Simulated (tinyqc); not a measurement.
Changing the tail width E_t: field-effect mobility of a thin-film transistor with band-tail and deep states (multiple trapping). Computed by tinyqc, a small Python program. Command: `OMP_NUM_THREADS=1 python tinyqc.py 3009394 3009395 out.jsonl tft sweep`. One thread of a shared host (Intel(R) Xeon(R) Processor @ 2.30GHz), about 0.08 s of CPU time with the checks.

A thick film in accumulation at small drain voltage. Only free electrons move; trapped ones still screen the gate. N_c and mu_0 are held fixed when T changes, leaving out the T^(3/2) growth of N_c. x = E_0 - psi is the distance of the Fermi level below the band edge.

Inputs (values chosen for the exercise, modelled on amorphous silicon):

| quantity | value | unit |
|---|---|---|
| permittivity eps | 11.8 | - |
| effective density of states N_c | 1.9e+20 | 1/cm^3 |
| band mobility mu_0 | 10 | cm^2/(V s) |
| tail density at the edge g_t | 1.5e+21 | 1/(eV cm^3) |
| flat-band Fermi level below the edge, E_0 | 0.6 | eV |
| equivalent oxide thickness t | 22 | nm |
| surface band bending psi_s as a fraction of E_0 | 0.82 | - |
| temperature T | 250 | K |

Deep states: none.

Constants: k_B = 8.617333262e-05 eV/K; e = 1.602176634e-19 C; eps_0 = 8.8541878128e-12 F/m.

Method:
- F_j(eta) = int_0^infinity x^j/(1 + exp(x - eta)) dx, without a gamma-function factor.
- Integrals over x = E/(k_B T) use 160 Gauss-Legendre points in u = sqrt(x) from 0 to sqrt(max(eta, 0) + 32).
- Free n(x) = N_c (2/sqrt(pi)) F_1/2(-x/k_B T), with F_1/2 from its two-term series in exp(-x/k_B T) for x >= 12 k_B T; tail n_t(x) = int_0^1.2eV g_t exp(-E/E_t)/(1 + exp((x - E)/k_B T)) dE, E counted down from the edge, 120 Gauss-Legendre points; space charge rho(psi) = n + n_t less its value at psi = 0.
- Poisson: F(psi) = sqrt((2 e/(eps eps_0)) int_0^psi rho dpsi'); V_G - V_FB = psi_s + eps F(psi_s) t/3.9; free sheet density N_f = int (n - n(E_0))/F dpsi; induced sheet density N_i = eps eps_0 F(psi_s)/e; trapezoid rule on 301 even points in psi, the first interval left out of N_f.
- mu_eff = mu_0 N_f/N_i; field-effect mobility mu_FE = mu_0 e (dN_f/dV_G)/C_ox and swing S = dV_G/dlog10(N_f), by a central difference of +/- 2 mV in psi_s; C_ox = 3.9 eps_0/t.

One run for each value:

| tail width E_t (meV) | effective mobility mu_eff (cm^2/(V s)) | V_G - V_FB (V) | swing S (mV/decade) |
|---|---|---|---|
| 12.0 | 8.2651 | 1.1601 | 1630.4 |
| 21.7 | 4.5312 | 1.3624 | 1794.6 |
| 31.4 | 1.5557 | 1.8470 | 1803.4 |
| 41.1 | 0.5827 | 2.5766 | 1879.8 |
| 50.9 | 0.2645 | 3.4786 | 1999.2 |
| 60.6 | 0.1422 | 4.4774 | 2123.0 |
| 70.3 | 0.0859 | 5.5438 | 2241.1 |
| 80.0 | 0.0566 | 6.6499 | 2351.1 |

What does the table show?

Over the rows, effective mobility mu_eff (cm^2/(V s)) falls from 8.27 to 0.0566 (exponent d ln y / d ln x -1.0 between the first rows and -3.2 between the last); V_G - V_FB (V) rises from 1.16 to 6.65 (exponent d ln y / d ln x 0.27 between the first rows and 1.4 between the last); swing S (mV/decade) rises from 1630 to 2350 (exponent d ln y / d ln x 0.16 between the first rows and 0.37 between the last).
